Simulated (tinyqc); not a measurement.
Landau-Devonshire theory of a uniaxial ferroelectric: one step, computed by the program tinyqc. Command: `OMP_NUM_THREADS=1 python tinyqc.py 3014805 3014806 out.jsonl ferro walk`. One thread of a shared host (Intel(R) Xeon(R) Processor @ 2.30GHz), about 0.01 s of CPU time with the checks.

G(P) = (alpha/2) P^2 + (beta*/4) P^4 + (gamma/6) P^6 - E P per volume, SI units, one domain, P along the polar axis, which is normal to the film.

Task: Coefficients at T. alpha = alpha_0 (T - T0*), with clamping: T0* = T0 + 4 Q12 u_m/(alpha_0 (s11 + s12)), beta* = beta + 4 Q12^2/(s11 + s12).

Inputs (values chosen for the exercise, modelled on barium titanate):

| quantity | value | unit |
|---|---|---|
| alpha_0 | 652000 | J m/(C^2 K) |
| Curie-Weiss temperature T0 | 381 | K |
| beta | -8.3e+08 | J m^5/C^4 |
| temperature T | 366 | K |
| misfit strain u_m | -0.013 | - |
| electrostriction Q12 | -0.043 | m^4/C^2 |
| compliance s11 + s12 | 5.6e-12 | m^2/N |

Sample: epitaxial film.

Give: T0*; alpha; beta*.

Result:

T0* = 993.4 K

alpha = -4.091e+08 J m/C^2

beta* = 4.907e+08 J m^5/C^4

Compression raises T0 by 612 K. beta* > 0: the transition is of second order, although the free crystal has a first-order one. Caution: a shift of T0 this large is beyond the range where constant coefficients hold.
